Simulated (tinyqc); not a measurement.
Comparisons within one model: Gamma, L and X subbands of a thin body with non-parabolic valleys. A value that a table varies takes the place of the one given here.

Hard walls, flat band, c = hbar^2/2m0, energies from the bulk Gamma edge. For a valley at angle theta to the normal 1/m_z = cos^2/ml + sin^2/mt and m_d = sqrt(ml mt^2/m_z). Subband n starts at E_v + e with e (1 + a e) = c (n pi/t)^2/m_z, and its density-of-states mass is taken as m_d (1 + 2 a e), without further growth at higher in-plane energy. Groups are named by valley and degeneracy.

n_i = g m/(2 pi c) kB T ln(1 + exp((EF - E_i)/kB T)), sum n_i = Ns (1e12/cm^2 = 1e-4/angstrom^2), c = hbar^2/2m0. Quantum capacitance Cq = 1602.176634 sum g m/(2 pi c) f_i in microfarad/cm^2 with f_i = 1/(1 + exp((E_i - EF)/kB T)); Cox = 34.5313/eot (one gate); C/Cox = Cq/(Cq + Cox), the centroid term left out.

Constants: hbar^2/2m0 = 3.80998211 eV angstrom^2; kB = 8.617333262e-05 eV/K.

Values chosen for the exercise (near those of a thin Ge channel; the results hold for these values, not for the real material): face = 100 (surface); mG = 0.0385 m0 (Gamma mass); aG = 1.03 1/eV (Gamma non-parabolicity); EL = -0.143 eV (L edge above Gamma); mL = (1.585, 0.083) m0 (L valleys (four, along <111>): ml, mt); EX = 0.037 eV (X edge above Gamma); mX = (0.896, 0.195) m0 (Delta valleys (six, along <100>): ml, mt); aS = 0.4 1/eV (non-parabolicity of L and X); Ns = 11 x 1e12/cm^2 (sheet density); T = 300 K (temperature); eot = 13 angstrom (equivalent oxide thickness); ts = (20, 26, 34, 45, 60, 85, 130) angstrom (thicknesses); t = 62 angstrom (body thickness); Nl = (0.5, 1, 2, 4, 7, 11, 16) x 1e12/cm^2 (sheet densities).

## Thinning the body

Lowest edge of each valley type, the lowest group, the Gamma share and C/Cox, with n = 1 to 8 of all groups.

Results:

| t (angstrom) | Gamma (eV) | L (eV) | X (eV) | lowest | Gamma share (%) | C/Cox |
|---|---|---|---|---|---|---|
| 20 | 1.129 | 0.478 | 0.138 | X2 | 0.0 | 0.906 |
| 26 | 0.795 | 0.253 | 0.098 | X2 | 0.0 | 0.914 |
| 34 | 0.542 | 0.101 | 0.073 | X2 | 0.0 | 0.951 |
| 45 | 0.354 | 0.002 | 0.058 | L4 | 0.0 | 0.949 |
| 60 | 0.221 | -0.060 | 0.049 | L4 | 0.0 | 0.947 |
| 85 | 0.120 | -0.101 | 0.043 | L4 | 0.0 | 0.947 |
| 130 | 0.055 | -0.125 | 0.039 | L4 | 0.0 | 0.951 |

How do the results move?

From 130 down to 20 angstrom Gamma rises by 1.07 eV, L by 0.60 and X by 0.10 eV, the light Gamma mass moving most. The lowest group changes from L4 to X2 between 45 and 34 angstrom. The Gamma share stays near 0 %. C/Cox is 0.95 and 0.91 at the ends and lies between 0.91 and 0.95. Hard walls overstate the rise in the thinnest rows.

## Raising the sheet density

Fixed thickness, n = 1 to 8 of all groups; the gate overdrive above the lowest edge is (EF - E_lowest)/e + 0.1602177 Ns/Cox in volts.

Results:

| Ns (1e12/cm^2) | EF - lowest (eV) | Gamma share (%) | Cq | C/Cox | overdrive (V) |
|---|---|---|---|---|---|
| 0.5 | -0.086 | 0.0 | 3.04 | 0.534 | -0.055 |
| 1.0 | -0.067 | 0.0 | 5.98 | 0.693 | -0.007 |
| 2.0 | -0.048 | 0.0 | 11.55 | 0.813 | 0.072 |
| 4.0 | -0.028 | 0.0 | 21.58 | 0.890 | 0.213 |
| 7.0 | -0.011 | 0.0 | 34.22 | 0.928 | 0.411 |
| 11.0 | 0.005 | 0.0 | 47.48 | 0.947 | 0.668 |
| 16.0 | 0.020 | 0.0 | 59.81 | 0.957 | 0.985 |

How do the results move?

The lowest subband is L4 n=1; the light Gamma level lies 274 meV above it, above that valley in the bulk already and lifted further by confinement. At the highest density band filling takes 0.020 V of the 0.985 V overdrive. Cq grows from 3.0 to 59.8 microfarad/cm^2 while EF moves from -0.086 to +0.020 eV against the lowest edge; the Gamma share stays near 0 %.

## What each parameter does

n = 1 to 8 of all groups. Each row changes one parameter from the base and keeps the others.

Results:

| case | lowest edge (eV) | EF (eV) | Gamma share (%) | C/Cox |
|---|---|---|---|---|
| base | -0.065 | -0.060 | 0.0 | 0.947 |
| t = 70 angstrom | -0.081 | -0.076 | 0.0 | 0.947 |
| mG = 0.0443 m0 | -0.065 | -0.060 | 0.0 | 0.947 |
| aG = 0.72 1/eV | -0.065 | -0.060 | 0.0 | 0.947 |
| EL = -0.093 eV | -0.015 | -0.013 | 0.0 | 0.949 |
| Ns = 16.5 x 1e12/cm^2 | -0.065 | -0.044 | 0.0 | 0.958 |
| eot = 11 angstrom | -0.065 | -0.060 | 0.0 | 0.938 |
| T = 250 K | -0.065 | -0.055 | 0.0 | 0.952 |

How do the results move?

The largest shifts from the base row, up to three for each result and ties (the steps differ in size, so this ranks the rows, not the parameters). lowest edge (eV): EL +0.050, t -0.016; unchanged at the printed digits by mG, aG, Ns, eot and T. EF (eV): EL +0.047, Ns +0.016, t -0.016; unchanged at the printed digits by mG, aG and eot. Gamma share (%): unchanged at the printed digits by t, mG, aG, EL, Ns, eot and T. C/Cox: Ns +0.011, eot -0.009, T +0.005; unchanged at the printed digits by t, mG and aG.

Run: tinyqc, `OMP_NUM_THREADS=1 python tinyqc.py 1250177 1250178 out.jsonl`; Intel(R) Xeon(R) Processor @ 2.30GHz, one thread, shared host; about 0.02 s of CPU time with all checks.
